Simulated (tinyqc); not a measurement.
Which single mass stands for the valley: donor in an ellipsoidal valley (Kohn-Luttinger variational method). Computed by tinyqc, a small Python program. Command: `OMP_NUM_THREADS=1 python tinyqc.py 3019923 3019924 out.jsonl kohnlutt walk`. One thread of a shared host (Intel(R) Xeon(R) Processor @ 2.30GHz), about 0.03 s of CPU time with the checks.

H = -(d^2/dx^2 + d^2/dy^2) - gamma d^2/dz^2 - 2/r in units built on m_t, with gamma = m_t/m_l and z along the valley axis. One valley; no valley-orbit or central-cell term.

Inputs (values chosen for the exercise, for a model semiconductor): transverse mass m_t = 0.334 m_0; longitudinal mass m_l = 0.454 m_0; dielectric constant eps = 10.2.

Constants: Ry = 13.605693123 eV; a_0 = 0.529177210903 angstrom.

Method:
- Ry* = Ry m_t/eps^2, a* = a_0 eps/m_t, gamma = m_t/m_l.
- Trial function exp(-sqrt((x^2 + y^2)/a^2 + z^2/b^2)) with beta = b/a < 1: E = t/a^2 - u/a, t = (2 + gamma/beta^2)/3, u = 2 arcsin(sqrt(1 - beta^2))/sqrt(1 - beta^2); the best a is 2 t/u and E(beta) = -u^2/(4 t).
- Golden-section search on beta from 0.05 to 0.999, 60 steps.
- Gaussian basis: g = P exp(-al (x^2 + y^2) - be z^2) with P = 1 (s-like), z (2p0) or x (2p+-); al = 0.004 x 2.6^k, k = 0..11, and be/al = 1, gamma^(-1/2) or 1/gamma (36 functions); 1/r = (2/sqrt(pi)) int exp(-t^2 r^2) dt by 48 Gauss-Legendre points after t = sqrt(al_i + al_j) tan(theta); overlap eigenvalues below 1e-10 are dropped.
- A hydrogenic level is Ry m/eps^2 for one mass m; errors are against the Gaussian basis.

gamma = 0.735683

1s binding energy, Gaussian basis = 48.2414 meV

1s binding energy, trial function = 48.2405 meV

1s binding energy:

| rule | mass (m_0) | binding (meV) | error (%) |
|---|---|---|---|
| transverse mass | 0.33400 | 43.678 | -9.459 |
| conductivity mass 3/(2/m_t + 1/m_l) | 0.36627 | 47.899 | -0.711 |
| density-of-states mass (m_t^2 m_l)^(1/3) | 0.36998 | 48.384 | 0.296 |
| longitudinal mass | 0.45400 | 59.371 | 23.071 |
| trial function with a and b | - | 48.240 | -0.002 |
| mass that fits 1s | 0.36889 | 48.241 | 0.000 |

The conductivity mass, which is what a spherical trial function (a = b) gives, falls short by 0.7 %, as a restricted variational bound must; the density-of-states mass is off by +0.3 %. The mass that fits lies between the two.

Extremes, crossings and ranges named in words are read from the listed rows.
